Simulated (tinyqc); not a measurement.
# Signal and retention of a DRAM cell: effect of the bit-line capacitance

A stored one starts at Vd and leaks: Cs dV/dt = -I(V), I = a sqrt((V + Vb)/(Vd + Vb)) + b, with a = Ig exp[-(Eg1 q/kB)(1/T - 1/T0)] (generation in a depletion layer) and b = Is exp[-(Es q/kB)(1/T - 1/T0)]. The bit line is precharged to Vd/2, and charge sharing gives the signal (V - Vd/2) Cs/(Cs + Cb).

The cell fails below Vc = Vd/2 + dm (Cs + Cb)/Cs. With s = sqrt((Vc + Vb)/(Vd + Vb)), the time from Vd to Vc is t = [2 Cs (Vd + Vb)/a] [1 - s - (b/a) ln((a + b)/(a s + b))]. This time is the median of a log-normal spread: failing cells = Nc erfc(z/sqrt 2)/2, z = ln(t/tr)/sg.

Parameters, values chosen for the exercise: array voltage Vd = 1.3 V; cell capacitance Cs = 19 fF; smallest signal that the sense amplifier resolves dm = 67 mV; built-in plus back-bias voltage of the storage junction Vb = 1.62 V; junction leakage at V = Vd and T0 Ig = 0.65 fA; voltage-independent leakage at T0 Is = 0.064 fA; activation energy of Is Es = 0.29 eV; reference temperature T0 = 358 K; temperature T = 358 K; deviation of ln(retention time) over the cells sg = 0.59; cells Nc = 1.72e10; refresh interval tr = 32 ms; activation energy of Ig Eg1 = 0.64 eV.

Constants: q = 1.602176634e-19 C, kB = 1.380649e-23 J/K. Results are converted to the units shown.

Effect of the bit-line capacitance:

| Cb (fF) | Vc (V) | retention time (s) | failing cells |
|---|---|---|---|
| 15 | 0.7699 | 14.75 | 2.252e-15 |
| 30 | 0.8228 | 13.21 | 1.560e-14 |
| 45 | 0.8757 | 11.69 | 1.289e-13 |
| 60 | 0.9286 | 10.19 | 1.325e-12 |
| 75 | 0.9815 | 8.698 | 1.801e-11 |
| 90 | 1.034 | 7.222 | 3.542e-10 |
| 105 | 1.087 | 5.758 | 1.165e-8 |
| 120 | 1.140 | 4.308 | 8.281e-7 |

What does the comparison show?

Vc rises by dm/Cs = 3.53 mV for each fF, and the retention time falls from 14.7 to 4.31 s; the margin is gone at Cb = 165 fF.

Range of the model: Real arrays also hold a tail of unusually leaky cells and cells whose retention varies in time, which this model lacks.

Numbers from tinyqc (`OMP_NUM_THREADS=1 python tinyqc.py 2130160 2130161 out.jsonl`; about 0.01 s on one thread of a shared Intel Xeon 2.30GHz).
